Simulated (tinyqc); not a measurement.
Phonon-assisted absorption at an indirect gap: sweeps and comparisons. A value that a table varies takes the place of the one given here.

alpha(E) = sum_j A_j [N_j (E - Eg + w_j)^2 + (N_j + 1)(E - Eg - w_j)^2], each bracket counted only where its base is positive; N_j = 1/(exp(w_j/kB T) - 1). The first term absorbs a phonon and the second emits one; excitons and direct transitions are left out.

Photodiode (Gaertner form with a dead layer): QE = (1 - R) exp(-alpha xj) [1 - exp(-alpha W)/(1 + alpha L)], R = ((nr - 1)/(nr + 1))^2; responsivity = QE/E in A/W for E in eV.

Constants: kB = 8.617333262e-05 eV/K.

Inputs chosen for the exercise (loosely those of SiGe at room temperature; Eg is not tied to T; the results hold for these values, not for the real material):
```
symbol  value        unit         meaning
Eg      0.955        eV           indirect gap, held fixed unless listed
w       (48.6, 15)   meV          two zone-edge phonons
A       (4200, 600)  1/(cm eV^2)  their strengths
T       300          K
nr      3.76                      refractive index
xj      0.63         micrometre   dead layer at the surface
W       3.7          micrometre   depleted width
L       14           micrometre   minority diffusion length below it
E       0.978        eV           photon energy
```

## The square root of alpha at three temperatures

The gap is held fixed, so only the phonon occupations change.

sqrt(alpha) (1/cm^(1/2)):
```
E - Eg (eV)     4 K    77 K   450 K
-0.04         0.000   0.014   0.352
-0.02         0.000   0.048   1.172
0.00          0.000   0.149   2.062
0.02          0.122   0.340   3.083
0.04          0.612   0.807   4.265
0.07          1.934   2.120   6.414
0.10          3.928   4.114   9.106
0.15          7.357   7.578  13.976
0.20         10.808  11.075  19.006
0.30         17.725  18.091  29.215
0.45         28.111  28.631  44.645
0.60         38.501  39.175  60.118
```

How do the results move?

Below the gap only phonon absorption acts: at E - Eg = -0.02 eV sqrt(alpha) is 0.000, 0.048 and 1.172 at 4, 77 and 450 K. A straight line through the last two rows meets the axis at E - Eg = +0.0441, +0.0427 and +0.0172 eV: the intercept is roughly a weighted mean of the thresholds, not the gap, and it moves from the emission side towards Eg as the occupations grow. At the last row alpha grows by a factor 2.44 from the lowest to the highest temperature at fixed gap.

## Spectral response

Response:
```
E (eV)  wavelength (nm)  alpha (1/cm)  1/alpha (micrometre)  dead layer  collected     QE    A/W
0.98               1265          5.45              1.83e+03       1.000      0.010  0.006  0.006
1.01               1228          14.2                   702       0.999      0.025  0.016  0.016
1.08               1148          83.2                   120       0.995      0.131  0.087  0.080
1.16               1069           256                  39.1       0.984      0.330  0.216  0.186
1.25                992           570                  17.5       0.965      0.550  0.352  0.282
1.40                886      1.38e+03                  7.26       0.917      0.795  0.484  0.346
1.60                775      3.00e+03                  3.33       0.828      0.937  0.515  0.322
1.86                667      6.05e+03                  1.65       0.683      0.989  0.448  0.241
2.15                577      1.07e+04                 0.935       0.510      0.999  0.338  0.157
2.56                484      1.95e+04                 0.512       0.292      1.000  0.194  0.076
```

What can be read from the table?

QE is highest, 0.515, at 1.60 eV of those listed and the responsivity at 1.40 eV; reflection alone caps QE at 0.664. Near the gap weak absorption limits it (collected share 0.010); at the top the dead layer passes 0.292. Far above the gap the quadratic law and a constant index are only rough; in the real crystal direct transitions take over near 2 eV, so the rows above that understate alpha.

## What moves the response

At the energy E. Each row changes one parameter from the base and keeps the others.

Results:
```
case                  alpha (1/cm)      QE
base                         5.066  0.0059
Eg = 0.935 eV                9.981  0.0116
T = 350 K                    6.813  0.0079
W = 7.4 micrometre           5.066  0.0071
L = 7 micrometre             5.066  0.0036
xj = 1.26 micrometre         5.066  0.0059
nr = 3.95                    5.066  0.0057
```

How do the results move?

The largest shifts from the base row, up to three for each result and ties (the steps differ in size, so this ranks the rows, not the parameters). alpha (1/cm): Eg +4.91, T +1.75; unchanged at the printed digits by W, L, xj and nr. QE: Eg +0.0056, L -0.0023, T +0.0020; unchanged at the printed digits by xj.

tinyqc: `OMP_NUM_THREADS=1 python tinyqc.py 1650032 1650033 out.jsonl`; about 0.01 s, one thread, shared Intel(R) Xeon(R) Processor @ 2.30GHz.
